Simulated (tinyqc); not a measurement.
Bottom-up copper filling of a trench by curvature-enhanced accelerator coverage: one step, computed by the program tinyqc.

A rectangular trench keeps vertical walls and a flat floor. An accelerator floats on the surface; where area is lost in the corners it is passed on to the floor.

Task: Velocities. Kinetic current i_k = [i_0 (1 - theta) + i_1 theta] exp(alpha eta/(k_B T)), limit i_L = 2 F D C/delta, i = 1/(1/i_k + 1/i_L); velocity v = i Omega/(2F), Omega = 7.11 cm^3/mol, F = e N_A. Depletion inside the trench is ignored.

Inputs (values chosen for the exercise, close to those used for damascene copper plating): exchange current of the suppressed surface i_0 = 0.02 mA/cm^2; exchange current of the accelerated surface i_1 = 1.5 mA/cm^2; transfer coefficient alpha = 0.36; overpotential eta = 0.14 V; starting coverage theta_0 = 0.054; cupric ion concentration C = 0.28 mol/l; diffusivity D = 5.3e-06 cm^2/s; boundary layer delta = 63 um; temperature T = 298 K.

Constants: e = 1.602176634e-19 C; N_A = 6.02214076e+23 1/mol; k_B = 8.617333262e-05 eV/K.

Give: limiting current i_L; velocity at theta = 0; velocity at theta_0; velocity at theta = 1; ratio v(1)/v(theta_0).

Result:

limiting current i_L = 45.455 mA/cm^2

velocity at theta = 0 = 0.052290 nm/s

velocity at theta_0 = 0.25802 nm/s

velocity at theta = 1 = 3.1857 nm/s

ratio v(1)/v(theta_0) = 12.347
